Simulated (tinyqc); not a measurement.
From one set of inputs to another, one input at a time: rapid thermal processing of a wafer: radiative balance, ramp and cooling, pattern effects, pyrometer error and spike budget. Computed by tinyqc, a small Python program. Command: `OMP_NUM_THREADS=1 python tinyqc.py 3112030 3112031 out.jsonl rtp ladder`. One thread of a shared host (Intel(R) Xeon(R) Processor @ 2.30GHz), about 0.1 s of CPU time with the checks.

The wafer is opaque and uniform through its thickness unless said otherwise; temperatures in formulas are in kelvin (C + 273.15). sigma = 5.670374419e-12 W/(cm^2 K^4).

The inputs printed are set A. Inputs not listed in the table keep their values of set A, so the rows need not describe a real material.

Inputs (values chosen for the exercise, modelled on a hot silicon wafer): wafer thickness d = 725 micrometre; heat capacity per volume C = 2.17 J/(cm^3 K); thermal conductivity k = 0.2 W/(cm K); emissivity eps of each face = 0.6; reflectivity of the chamber walls r = 0.13; gas heat-transfer coefficient h, both faces together = 1.7 mW/(cm^2 K); wall temperature T_w = 300 K; process temperature = 712 C; starting temperature = 500 C; ramp rate = 75 K/s; relative change of absorptivity over a pattern = 10 %; period of the pattern = 3 mm; pyrometer wavelength = 4.5 micrometre; error of the assumed emissivity = 1.1 %; activation energy of the process E_a = 3.66 eV.

Constants: k_B = 8.617333262e-05 eV/K; h = 6.62607015e-34 J s; c = 299792458 m/s; k_B = 1.380649e-23 J/K.

Method:
- Effective emissivity between parallel grey plates: eps_eff = 1/(1/eps + 1/(1 - r) - 1). Loss per area q(T) = 2 eps_eff sigma (T^4 - T_w^4) + h (T - T_w).
- Absorbed power during a ramp = q(T) + C d x ramp rate; thermal time constant tau = C d/(dq/dT), dq/dT = 8 eps_eff sigma T^3 + h; natural cooling rate q/(C d); front-to-back difference under one-sided heating at the end of the ramp = (absorbed power) d/(2 k).
- Cooling with the lamps off: C d dT/dt = -q(T), integrated adaptively (relative tolerance 1e-10).
- Spike anneal: linear ramp to the peak, then lamps off. Equivalent time at the peak = int exp(-(E_a/k_B)(1/T - 1/T_peak)) dt; estimate (k_B T^2/E_a)(1/ramp rate + 1/cooling rate). The ramp part uses 4000 trapezoid steps, the cooling part 4000 steps over 4 tau.
- Time within 50 K of the peak from the same curves.
- At steady state a sinusoidal change of absorbed power of relative amplitude a and period p gives the temperature amplitude a q/(dq/dT + k d (2 pi/p)^2); healing length l = sqrt(k d/(dq/dT)); process change = E_a dT/(k_B T^2). Emissivity is taken as unchanged.
- Signal proportional to eps/(exp(c2/(lambda T)) - 1), c2 = h c/k_B. If the assumed emissivity is too high by the given error, the reading T' solves (1 + error)/(exp(c2/(lambda T')) - 1) = 1/(exp(c2/(lambda T)) - 1). Wien estimate: T' - T = -lambda T^2 ln(1 + error)/c2. Process rates go as exp(-E_a/(k_B T)).

Each row keeps all changes above it:
```
input moved                                                         from    to  equivalent time, total (s)  amplitude (K)  reading less true temperature (K)
set A                                                                  -     -                     0.82446         0.1096                            -3.1818
ramp rate (K/s)                                                       75    89                     0.77862         0.1096                            -3.1818
gas heat-transfer coefficient h, both faces together (mW/(cm^2 K))   1.7   5.6                     0.62585         0.1513                            -3.1818
wafer thickness d (micrometre)                                       725   625                     0.57340         0.1754                            -3.1818
error of the assumed emissivity (%)                                  1.1   2.8                     0.57340         0.1754                            -7.9948
period of the pattern (mm)                                             3    21                     0.57340         6.8383                            -7.9948
reflectivity of the chamber walls r                                 0.13  0.66                     0.70887         5.2286                            -7.9948
pyrometer wavelength (micrometre)                                    4.5   0.9                     0.70887         5.2286                            -1.6736
```

Equivalent time, total goes from 0.824 to 0.709, a factor 0.860 in all. The largest single move comes from gas heat-transfer coefficient h, both faces together (a factor 0.804), and reflectivity of the chamber walls r works against it (a factor 1.24). Amplitude goes from 0.110 to 5.23, a factor 47.7 in all. The largest single move comes from period of the pattern (a factor 39.0). Reading less true temperature goes from -3.18 to -1.67, +1.51 in all. The largest single move comes from pyrometer wavelength (+6.32), and error of the assumed emissivity works against it (-4.81). The single moves hold for this order of the switches; the total does not depend on the order.

Caution (rows set A, ramp rate, gas heat-transfer coefficient h, both faces together, wafer thickness d, error of the assumed emissivity, period of the pattern, reflectivity of the chamber walls r): below about 600 C lightly doped silicon is partly transparent at this wavelength, so its emissivity is not yet the hot value early in the ramp.

Extremes, crossings and ranges named in words are read from the listed rows.
